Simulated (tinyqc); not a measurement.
Inside a calculation. Method: CIS on RHF in the sto-3g basis, for H3-, spin multiplicity 1. The basis has no diffuse functions, so it cannot describe the extra electron: this is an exercise in the method, not the real anion. Computed by tinyqc, a small Python program that keeps every step (integrals from PySCF). Settings: charge = -1, multiplicity = 1, basis = sto-3g, method = RHF, energy threshold = 1e-10, iteration cap = 69, orthogonalisation = symmetric, start = Wolfsberg-Helmholz matrix, DIIS depth = 6. Command: `OMP_NUM_THREADS=1 python tinyqc.py 30814 30815 out.jsonl` (the two numbers bound the seeds that draw the settings). One thread of a shared host (Intel(R) Xeon(R) Processor @ 2.60GHz), about 0.04 s of CPU time with the checks. The early iterations of the SCF are left out here.

## One-electron integrals

Geometry (angstrom):

| atom | x | y | z |
|---|---|---|---|
| H | 0.000000 | 0.000000 | 0.000000 |
| H | 0.000000 | 0.000000 | 0.951000 |
| H | 0.000000 | 0.000000 | -0.951000 |

Basis sto-3g: exponents (1/bohr^2) and contraction coefficients of normalised primitives:

| element | l (shell) | exponent | coefficient |
|---|---|---|---|
| H | s (1) | 3.425251 | 0.154329 |
| H | s (1) | 0.623914 | 0.535328 |
| H | s (1) | 0.168855 | 0.444635 |

Overlap, kinetic and nuclear-attraction integrals over the contracted functions; the nuclear repulsion is the sum of Za Zb / Rab.

nuclear repulsion = 1.39110728 hartree

overlap S, lower triangle:
```
          1H 1s     2H 1s     3H 1s
1H 1s  1.000000
2H 1s  0.525800  1.000000
3H 1s  0.525800  0.139722  1.000000
```

kinetic energy T (hartree), lower triangle:
```
          1H 1s      2H 1s     3H 1s
1H 1s  0.760032
2H 1s  0.130507   0.760032
3H 1s  0.130507  -0.008603  0.760032
```

nuclear attraction V (hartree), lower triangle:
```
           1H 1s      2H 1s      3H 1s
1H 1s  -2.298042
2H 1s  -1.058467  -2.040376
3H 1s  -1.058467  -0.260521  -2.040376
```

core Hamiltonian H = T + V (hartree), lower triangle:
```
           1H 1s      2H 1s      3H 1s
1H 1s  -1.538010
2H 1s  -0.927960  -1.280344
3H 1s  -0.927960  -0.269124  -1.280344
```

## Two-electron integrals

Functions are numbered as in S; the eight-fold symmetry (ij|kl) = (ji|kl) = (kl|ij) leaves the list below.

Two-electron integrals (ij|kl) in chemists' order, unique and non-zero (hartree):
```
(11|11) 0.774606   (21|11) 0.332536   (21|21) 0.179262   (22|11) 0.494291
(22|21) 0.332536   (22|22) 0.774606   (31|11) 0.332536   (31|21) 0.133093
(31|22) 0.191768   (31|31) 0.179262   (32|11) 0.083919   (32|21) 0.039845
(32|22) 0.067153   (32|31) 0.039845   (32|32) 0.010233   (33|11) 0.494291
(33|21) 0.191768   (33|22) 0.276873   (33|31) 0.332536   (33|32) 0.067153
(33|33) 0.774606
```

## Orthogonalisation

S = U s U^T; symmetric (Loewdin) form X = U s^(-1/2) U^T, so that X^T S X = 1.

eigenvalues of S: 0.322993  0.860278  1.816729

X, lower triangle:
```
           1H 1s     2H 1s     3H 1s
1H 1s   1.298332
2H 1s  -0.358213  1.140648
3H 1s  -0.358213  0.062495  1.140648
```

## Starting guess

The start is the generalised Wolfsberg-Helmholz matrix (K = 1.75) built on H; D = 2 C_occ C_occ^T.

D at the start, lower triangle:
```
          1H 1s      2H 1s     3H 1s
1H 1s  0.693352
2H 1s  0.387072   1.378502
3H 1s  0.387072  -0.946328  1.378502
```

## Iteration 6 (converged): orbitals

converged F (hartree), lower triangle:
```
           1H 1s      2H 1s     3H 1s
1H 1s   0.067438
2H 1s  -0.249373   0.090827
3H 1s  -0.249373  -0.083855  0.090827
```

Diagonalise F' = X^T F X, C = X C', fill 2 alpha and 2 beta electrons from the bottom; D = 2 C_occ C_occ^T. Each column has its largest component positive (the first on a tie).

F' = X^T F X (hartree), lower triangle:
```
           1         2         3
1   0.579382
2  -0.487908  0.330177
3  -0.487908  0.127124  0.330177
```

orbital energies (hartree): MO1 -0.174359, MO2 0.203052, MO3 1.211041

coefficients C:
```
            MO1        MO2        MO3
1H 1s  0.503014   0.000000   1.299721
2H 1s  0.385639   0.762370  -0.838675
3H 1s  0.385639  -0.762370  -0.838675
```

D after iteration 6, lower triangle:
```
          1H 1s      2H 1s     3H 1s
1H 1s  0.506046
2H 1s  0.387964   1.459850
3H 1s  0.387964  -0.864979  1.459850
```

## Convergence

Stop when the energy changes by less than 1e-10 hartree and every element of the error matrix X^T (F D S - S D F) X is below 3e-06.

Course of the cycle:

| iteration | E (hartree) | change | largest element of the error matrix |
|---|---|---|---|
| 1 | -1.31497313 | - | 1.13e-01 |
| 2 | -1.32551507 | -1.05e-02 | 1.51e-02 |
| 3 | -1.32570601 | -1.91e-04 | 1.38e-05 |
| 4 | -1.32570601 | -1.31e-10 | 5.88e-06 |
| 5 | -1.32570601 | -1.72e-11 | 3.74e-06 |
| 6 | -1.32570601 | -5.39e-12 | 2.74e-06 |

PySCF RHF in the same basis = -1.32570601 hartree

Converged in 6 iterations.

## Populations, bond orders and dipole

Mulliken: Z minus the diagonal of D S on the atom; Loewdin: the same with S^(1/2) D S^(1/2); Mayer order: 2 sum_s sum (D(s) S)_ij (D(s) S)_ji over the two atoms.

Charges (e):

| atom | Mulliken | Loewdin |
|---|---|---|
| 1H | 0.085971 | 0.088120 |
| 2H | -0.542985 | -0.544060 |
| 3H | -0.542985 | -0.544060 |

Mayer bond orders:

| pair | order |
|---|---|
| 2-1 | 0.496305 |
| 3-1 | 0.496305 |
| 3-2 | 0.208862 |

dipole moment about the origin, x y z (debye): 0.000000  0.000000  0.000000

## Integrals over molecular orbitals

(pq|rs) = sum C_ip C_jq C_kr C_ls (ij|kl), one index at a time.

one-electron integrals over orbitals h = C^T H C (hartree), lower triangle:
```
           1          2          3
1  -1.570049
2   0.000000  -1.175458
3  -0.150524   0.000000  -0.731772
```

Two-electron integrals over orbitals (pq|rs), unique and non-zero (hartree):
```
(11|11) 0.559915    (21|21) 0.163106    (22|11) 0.499440    (22|22) 0.542735
(31|11) 0.080938    (31|22) -0.034734   (31|31) 0.133432    (32|21) -0.139053
(32|32) 0.140884    (33|11) 0.586498    (33|22) 0.522066    (33|31) 0.097856
(33|33) 0.650788
```

## CIS matrix, singlets

A(ia,jb) = (e_a - e_i) d_ij d_ab + 2 (ia|jb) - (ij|ab).

CIS matrix A, singlet (hartree):
```
          1>3       2>3
1>3  1.065766  0.000000
2>3  0.000000  0.767691
```

## CIS singlet states

dipole integrals <i|r|a> (bohr):
```
            x         y          z
1>3  0.000000  0.000000   0.000000
2>3  0.000000  0.000000  -1.361796
```

Diagonalise A (1 hartree = 27.211386 eV); each vector has its largest component positive (the first on a tie). The transition dipole is mu = sqrt2 sum c_ia <i|r|a>.

singlet excitation energies (eV): 20.889926  29.000960

lowest vectors:
```
      state 1   state 2
1>3  0.000000  1.000000
2>3  1.000000  0.000000
```

oscillator strengths 2/3 w |mu|^2: 1.898231  0.000000

## CIS matrix, triplets

A(ia,jb) = (e_a - e_i) d_ij d_ab - (ij|ab).

CIS matrix A, triplet (hartree):
```
          1>3       2>3
1>3  0.798902  0.000000
2>3  0.000000  0.485923
```

## CIS triplet states

Diagonalise A (1 hartree = 27.211386 eV); each vector has its largest component positive (the first on a tie).

triplet excitation energies (eV): 13.222635  21.739234

lowest vectors:
```
      state 1   state 2
1>3  0.000000  1.000000
2>3  1.000000  0.000000
```
